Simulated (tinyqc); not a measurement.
What the shift does to the intrinsic density: temperature and isotope dependence of a band gap in oscillator models.

E(T) = E0 - sum_i sl_i th_i n_i(T), n = 1/(exp(th/T) - 1). The same coupling lowers the gap at 0 K by the zero-point term ZP = sum_i sl_i th_i/2, so the gap of the static lattice is E0 + ZP. Thermal expansion is taken as part of the slopes.

Constants: kB = 8.617333262e-05 eV/K; hbar^2/2m0 = 3.80998211 eV angstrom^2.

Values chosen for the exercise (near those of GaN; the results hold for these values, not for the real material):

| symbol | value | unit | meaning |
|---|---|---|---|
| E0 | 3.484 | eV | gap at 0 K |
| th | (261, 863) | K | temperatures of two oscillators |
| sl | (0.2099, 0.4261) | meV/K | their high-temperature slopes |
| mm | 0.59 | m0 | geometric mean of the density-of-states masses |

ni = 2 (mm kT/(4 pi c))^(3/2) exp(-E/2kT), c = hbar^2/2m0, with E(T) and with E0; 1 angstrom^-3 = 1e24 cm^-3. Apparent gap from an Arrhenius plot of ni/T^(3/2): E(T) - T dE/dT, dE/dT = -sum sl_i (th_i/T)^2 n_i (1 + n_i).

Results:

| T (K) | E(T) (eV) | ni (cm^-3) | ni with E(T) / ni with E0 | apparent gap (eV) |
|---|---|---|---|---|
| 200 | 3.4586 | 1.64e-25 | 2.087 | 3.5169 |
| 250 | 3.4422 | 1.74e-16 | 2.638 | 3.5331 |
| 300 | 3.4226 | 2.03e-10 | 3.282 | 3.5486 |
| 350 | 3.4004 | 4.72e-06 | 3.997 | 3.5626 |
| 400 | 3.3764 | 0.00939 | 4.763 | 3.5747 |
| 500 | 3.3244 | 431 | 6.370 | 3.5942 |
| 700 | 3.2115 | 1.11e+08 | 9.571 | 3.6199 |

How do the results move, and what explains it?

Using E0 in place of E(T) understates ni by a factor that rises from 2.09 to 9.57, towards exp(sum sl/2kB) = 40.1. The slope of an Arrhenius plot returns neither E(T) nor E0 but the intercept of the tangent, 3.5486 eV at 300 K, which lies 65 meV above E0 and tends to the static gap 3.6953 eV.

Program tinyqc; command `OMP_NUM_THREADS=1 python tinyqc.py 1850357 1850358 out.jsonl`; about 0.01 s on one thread of a shared Intel(R) Xeon(R) Processor @ 2.30GHz.
